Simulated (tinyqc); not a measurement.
Modes across the composition range: two-mode optical phonons of a ternary alloy from two coupled oscillators. Computed by tinyqc, a small Python program. Command: `OMP_NUM_THREADS=1 python tinyqc.py 3023875 3023876 out.jsonl twomode walk`. One thread of a shared host (Intel(R) Xeon(R) Processor @ 2.30GHz), about 0.01 s of CPU time with the checks.

An alloy A(x)B(1-x)C has an A-C and a B-C bond oscillator. Each TO frequency moves linearly from the impurity mode (dilute end) to the TO of the pure crystal; each strength is proportional to the number of bonds.

Inputs (values chosen for the exercise, modelled on Al(x)Ga(1-x)As, with A-C the AlAs-like and B-C the GaAs-like bond):
```
quantity,value,unit
omega_TO of pure AC,362.6,1/cm
omega_LO of pure AC,400.3,1/cm
omega_TO of pure BC,269.1,1/cm
omega_LO of pure BC,294.9,1/cm
eps_inf of AC,8.26,-
eps_inf of BC,11,-
impurity mode of A in BC,356.9,1/cm
impurity mode of B in AC,253.6,1/cm
```

Method:
- omega_1 = (impurity mode of A) + x (omega_TO,AC - impurity mode of A); omega_2 = (impurity mode of B) + (1 - x)(omega_TO,BC - impurity mode of B); eps_inf = x eps_AC + (1 - x) eps_BC; strengths W_1 = x eps_AC (omega_LO,AC^2 - omega_TO,AC^2), W_2 = (1 - x) eps_BC (omega_LO,BC^2 - omega_TO,BC^2).
- eps(omega) = eps_inf + W_1/(omega_1^2 - omega^2) + W_2/(omega_2^2 - omega^2) = 0 is the eigenproblem of the matrix [[omega_1^2 + W_1/eps_inf, sqrt(W_1 W_2)/eps_inf], [sqrt(W_1 W_2)/eps_inf, omega_2^2 + W_2/eps_inf]] for omega_LO^2.
- The polar coupling of mode j is c_j = (u_j . sqrt(W))^2/(eps_inf^2 omega_j^2), u_j its eigenvector and omega_j here its LO frequency; the c_j add up to 1/eps_inf - 1/eps_s. Froehlich constant alpha_j = (e^2/(4 pi eps_0)) c_j k_j/(2 E_j), E_j = h c omega_j, k_j = sqrt(m* E_j/(hbar^2/(2 m_0))).

Frequencies (1/cm):
```
x,"TO, A-C","TO, B-C",lower LO,upper LO,coupling share of the upper LO,eps_s
0.02,357.014,268.790,293.99,357.83,0.03643,13.154
0.10,357.470,267.550,290.45,361.46,0.16461,12.924
0.20,358.040,266.000,286.20,365.83,0.29670,12.632
0.35,358.895,263.675,280.04,372.22,0.45919,12.183
0.50,359.750,261.350,274.00,378.54,0.59690,11.720
0.65,360.605,259.025,267.98,384.89,0.72139,11.241
0.80,361.460,256.700,261.90,391.37,0.84019,10.748
0.90,362.030,255.150,257.78,395.78,0.91919,10.411
0.98,362.486,253.910,254.44,399.39,0.98361,10.136
```

What does the comparison show, and why?

The upper LO moves from 357.8 to 399.4 and the lower from 294.0 to 254.4 per cm. At each dilute end one LO-TO pair closes onto an impurity mode. The upper LO shifts by +0.42 per cm for each per cent of x near the middle, which is how Raman spectra measure composition. Its share of the polar coupling passes one half between x = 0.35 and 0.5.
